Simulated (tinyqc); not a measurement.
Wannier function of the lower band of a two-orbital chain, step by step. Values are carried at full precision from step to step, so a last printed digit may differ when a step is redone from the rounded ones.

H(k) = [[-d/2 - 2 ta cos k, -t1 - t2 exp(-ik)], [-t1 - t2 exp(ik), d/2 - 2 tb cos k]], k in 1/a, Bloch sums with exp(ikR) and without the positions inside the cell. Mesh k_j = 2 pi j/N. Projection gauge: each lower eigenvector u is multiplied by the phase that makes <trial|u> real and positive (the one-band case of Loewdin orthogonalisation). Wannier amplitudes w(R) = (1/N) sum_k exp(ikR) u(k); hoppings H(R) = (1/N) sum_k exp(-ikR) E(k).

Inputs chosen for the exercise: d = 0.1 eV (A at -d/2, B at +d/2); t1 = 2.21 eV (A-B in the cell); t2 = 1.71 eV (B to A of the next cell); ta = 0.38 eV (A-A between cells); tb = 0.24 eV (B-B between cells); N = 4 (k points); th = 70 degrees (trial orbital cos(th) A + sin(th) B in cell 0); xb = 0.46 a (position of B (A at 0)); a = 4.3 angstrom (period); kq = 1.85 1/a (point off the mesh).

## Bloch states in the projection gauge

Diagonalise at each mesh point and fix the phase.

Mesh:

| j | E lower (eV) | E upper (eV) | u_A | u_B | \|<trial\|u>\| |
|---|---|---|---|---|---|
| 0 | -4.5446 | 3.3046 | 0.72402 | 0.68978 | 0.8958 |
| 1 | -2.7948 | 2.7948 | 0.63115-0.33255i | 0.69022+0.12104i | 0.8645 |
| 2 | 0.1120 | 1.1280 | 0.64142 | 0.76719 | 0.9403 |
| 3 | -2.7948 | 2.7948 | 0.63115+0.33255i | 0.69022-0.12104i | 0.8645 |

The projection is smallest at j = 1 and 3 (0.8645); the gauge is smooth as long as it stays away from zero.

## The Wannier function

w(R) = (1/N) sum_j exp(2 pi i j R/N) u_j, for the N cells nearest the origin; it is real.

Amplitudes:

| R | on A | on B |
|---|---|---|
| -1 | -0.1456 | 0.0412 |
| 0 | 0.6569 | 0.7094 |
| 1 | 0.1869 | -0.0799 |
| 2 | 0.0258 | 0.0191 |

norm = 1.0000

Cell 0 holds 93.5 % of the weight.

## Centre and spread in real space

Point-like orbitals at R (A) and R + xb (B): centre <x>, spread <x^2> - <x>^2.

centre in units of a = 0.256
centre in angstrom = 1.100
spread = 2.147 angstrom^2

## The same from overlaps (Marzari-Vanderbilt)

b = 2 pi/N; M_j = u_j^+ diag(1, exp(-i b xb)) u_(j+1), with u_N = u_0. Centre = -(1/2 pi) sum arg M_j; gauge-invariant part Omega_I = (1/(N b^2)) sum (1 - |M_j|^2); gauge-dependent part Omega_D = (1/(N b^2)) sum (arg M_j + b centre)^2.

Overlaps:

| j | \|M_j\| | arg M_j (rad) |
|---|---|---|
| 0 | 0.9994 | -0.5159 |
| 1 | 0.7689 | -0.2719 |
| 2 | 0.7689 | -0.2719 |
| 3 | 0.9994 | -0.5159 |

centre from overlaps = 0.251 a
Omega_I = 0.0831 a^2
Omega_D = 0.0060 a^2

The centre is the Berry phase over 2 pi and does not depend on the trial orbital (modulo a). Omega_D is 6.8 % of the total; in one dimension a gauge that spreads the phase evenly removes it. The total is 0.0891 a^2, against 0.2610 a^2 (centre 0.255 a) in real space on 96 cells.

## Hoppings and interpolation

H(R) = (1/N) sum_j E_j cos(2 pi j R/N) for R = 0 to N/2. Interpolation: E(k) = H(0) + 2 sum H(R) cos(kR), the term R = N/2 of an even mesh counted once.

H(0), H(1), ... (eV): -2.5055  -1.1641  0.2892

interpolated E(kq) = -2.1092 eV

The exact value is -2.2219 eV; the interpolation is off by +112.7 meV. Though the chain has short hoppings, the single band has longer ones, made by paths through the other orbital, which the tails of the Wannier function carry.

## Checks

- Centre from overlaps against the real-space centre on 200 points: both 0.2554.
- Omega_I + Omega_D against the real-space spread on 200 points: both 0.261.

(tinyqc, `OMP_NUM_THREADS=1 python tinyqc.py 1450675 1450676 out.jsonl`, Intel(R) Xeon(R) Processor @ 2.30GHz, 1 thread, shared host, about 0.1 s.)
